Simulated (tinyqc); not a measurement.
## Trap density from the barrier height

Question. In a partly depleted grain with all boundary traps filled, 2 N W = Qt and VB = q N W^2/(2 eps0 eps_r). Find Qt, W and the doping at which VB would equal Vt.

Inputs (values chosen for the exercise): temperature T = 350 K; relative permittivity eps_r = 11.7.

Constants: q = 1.602176634e-19 C, kB = 1.380649e-23 J/K, Vt = kB T/q, eps0 = 8.8541878128e-14 F/cm where lengths are in cm. Results are converted to the units shown.

doping = 3.4e18 cm^-3
barrier height = 0.13100545 V

Solution. Eliminating W gives VB = q Qt^2/(8 eps0 eps_r N), which falls as 1/N.

Qt = 4.80e12 cm^-2
W = 7.06 nm
doping for VB = Vt = 1.48e19 cm^-3

Program tinyqc, `OMP_NUM_THREADS=1 python tinyqc.py 2830229 2830230 out.jsonl`; Intel Xeon 2.30GHz, shared host, one thread, about 0.01 s.
